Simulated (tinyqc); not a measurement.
Along the matched line: quaternary alloy A(x)B(1-x)C(y)D(1-y) matched to a substrate.

Q(x,y) = x y Q_AC + x (1 - y) Q_AD + (1 - x) y Q_BC + (1 - x)(1 - y) Q_BD for the lattice constant. Gap, rule 1: Q(x,y) - x (1 - x)[y C_ABC + (1 - y) C_ABD] - y (1 - y)[x C_ACD + (1 - x) C_BCD]. Rule 2 (mean of ternaries): {x (1 - x)[y T_ABC(x) + (1 - y) T_ABD(x)] + y (1 - y)[x T_ACD(y) + (1 - x) T_BCD(y)]}/{x (1 - x) + y (1 - y)}, T_ABC(x) = x E_AC + (1 - x) E_BC - C_ABC x (1 - x), T_ACD(y) = y E_AC + (1 - y) E_AD - C_ACD y (1 - y), and alike. Only the Gamma valley is followed.

Matching a(x,y) = a_s gives x = (a_s - y a_BC - (1 - y) a_BD)/(y (a_AC - a_BC) + (1 - y)(a_AD - a_BD)).
Constants: hc = 1239.841984 eV nm.

Parameters, chosen for this exercise (AC, AD, BC, BD near GaAs, GaSb, InAs and InSb; substrate near GaSb; shifted at random, so the results belong to these values and not to a real crystal):

| symbol | value | unit | meaning |
|---|---|---|---|
| a | (5.657, 6.102, 6.053, 6.475) | angstrom | lattice constants of AC, AD, BC, BD |
| Eg | (1.534, 0.81, 0.422, 0.236) | eV | gaps at Gamma of AC, AD, BC, BD |
| Cb | (0.511, 0.462, 1.479, 0.637) | eV | bowing of ABC, ABD, ACD, BCD |
| a_s | 6.102 | angstrom | substrate |

x follows from y.

Results:

| y | x | bilinear (eV) | rule 1 (eV) | rule 2 (eV) | wavelength 1 (nm) | wavelength 2 (nm) |
|---|---|---|---|---|---|---|
| 0.01 | 0.9881 | 0.8103 | 0.7903 | 0.8007 | 1569 | 1548 |
| 0.12 | 0.8579 | 0.8061 | 0.6055 | 0.7089 | 2047 | 1749 |
| 0.22 | 0.7410 | 0.7900 | 0.4829 | 0.6399 | 2568 | 1937 |
| 0.33 | 0.6142 | 0.7589 | 0.3905 | 0.5772 | 3175 | 2148 |
| 0.44 | 0.4889 | 0.7142 | 0.3350 | 0.5251 | 3701 | 2361 |
| 0.66 | 0.2434 | 0.5849 | 0.3049 | 0.4401 | 4066 | 2817 |
| 0.76 | 0.1339 | 0.5090 | 0.3143 | 0.4029 | 3945 | 3078 |
| 0.87 | 0.0149 | 0.4134 | 0.3325 | 0.3475 | 3729 | 3568 |

Give the missing row, y = 0.55.

Computed row:
```
y          x  bilinear (eV)  rule 1 (eV)  rule 2 (eV)  wavelength 1 (nm)  wavelength 2 (nm)
0.55  0.3654         0.6561       0.3090       0.4806               4013               2580
```

The matched alloys span 0.305 to 0.790 eV by rule 1, with the lowest value inside the range, at y = 0.66. Along the line dx/dy is -1.184 between the first two rows and -1.082 between the last two. In energy the two rules differ most at y = 0.44, by 190 meV (1340 nm there), which measures how far the ternary data leave the interior open. Miscibility gaps are not considered.

tinyqc: `OMP_NUM_THREADS=1 python tinyqc.py 1050888 1050889 out.jsonl`; about 0.01 s, one thread, shared Intel(R) Xeon(R) Processor @ 2.30GHz.
